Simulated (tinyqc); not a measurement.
Undoped symmetric double-gate MOSFET, analytic potential model: effect of the temperature.

An undoped body of thickness ts between two equal insulators and tied gates; long channel, electrons only, n = ni exp((psi - V)/Vt) with V the quasi-Fermi potential (0 at the source, Vd at the drain), constant mobility, no quantisation. Across the body psi(x) = V - 2 Vt ln[(ts/(2 beta)) sqrt(q ni/(2 eps0 eps_r Vt)) cos(2 beta x/ts)], x from the centre. Q is the electron charge per area of the whole body.

Nc and Nv are given at 325 K and scale as (T/325 K)^1.5; Eg and mu are held fixed. ni = sqrt(Nc Nv) exp(-Eg/(2 Vt)), Eg in volts; r = eps_r tox/(eox ts); V0 = dphi + 2 Vt ln[(2/ts) sqrt(2 eps0 eps_r Vt/(q ni))]. beta (between 0 and pi/2) solves (Vg - V0 - V)/(2 Vt) = ln(beta) - ln(cos beta) + 2 r beta tan(beta). Q = 8 eps0 eps_r Vt beta tan(beta)/ts; I = mu (1/L)(4 eps0 eps_r/ts)(2 Vt)^2 [g(beta_s) - g(beta_d)] per width, g = beta tan(beta) - beta^2/2 + r beta^2 tan^2(beta), with beta_s at V = 0 and beta_d at V = Vd.  I(low) is taken at Vg = 0.22 V, Qs and I(high) at Vg = 0.97 V.

Values chosen for this exercise; material values close to those of In0.53Ga0.47As: band gap Eg = 0.727 eV; relative permittivity of the semiconductor eps_r = 13.9; conduction-band density of states at the reference temperature Nc = 2.4e17 cm^-3; valence-band density of states at the reference temperature Nv = 8.75e18 cm^-3; relative permittivity of the gate insulator eox = 21.9; insulator thickness tox = 11 nm; body thickness ts = 8 nm; gate work function less that of the intrinsic body dphi = 0.09 V; channel mobility mu = 110 cm^2/(V s); gate length L = 1 um; drain voltage Vd = 0.8 V.

Constants: q = 1.602176634e-19 C, kB = 1.380649e-23 J/K, Vt = kB T/q, eps0 = 8.8541878128e-14 F/cm where lengths are in cm. Results are converted to the units shown.

Result of one run:
```
V0 (V),I(low) (nA/um),Qs(high) (nC/cm^2),I(high) (uA/um)
0.47065,0.081299,1470.8,40.783
```

Which temperature T gave this result: 220, 280, 310 or 400 K?

T = 310 K.

The whole series:
```
T (K),V0 (V),I(low) (nA/um),Qs(high) (nC/cm^2),I(high) (uA/um)
220,0.46892,9.6576e-4,1513.7,41.156
250,0.46965,0.0058283,1497.0,40.928
280,0.47022,0.024712,1482.7,40.809
310,0.47065,0.081299,1470.8,40.783
340,0.47095,0.22143,1460.8,40.837
370,0.47115,0.52180,1452.5,40.962
400,0.47123,1.0975,1445.7,41.151
430,0.47122,2.1076,1440.2,41.396
```

As T goes from 220 to 430 K, I(low) rises from 9.66e-4 to 2.11 nA/um and I(high) goes from 41.2 through a minimum of 40.8 (at T = 310 K among the rows listed) to 41.4 uA/um. V0 stays near 0.470 V. In every row the surface density at the source at the higher gate voltage passes 0.3 Nc, where Boltzmann statistics fail. In every row the mobility is held fixed, though a real one changes with T.

Computed by the program tinyqc: `OMP_NUM_THREADS=1 python tinyqc.py 2440058 2440059 out.jsonl`, one thread of a shared Intel Xeon 2.30GHz, about 0.01 s for the whole run.
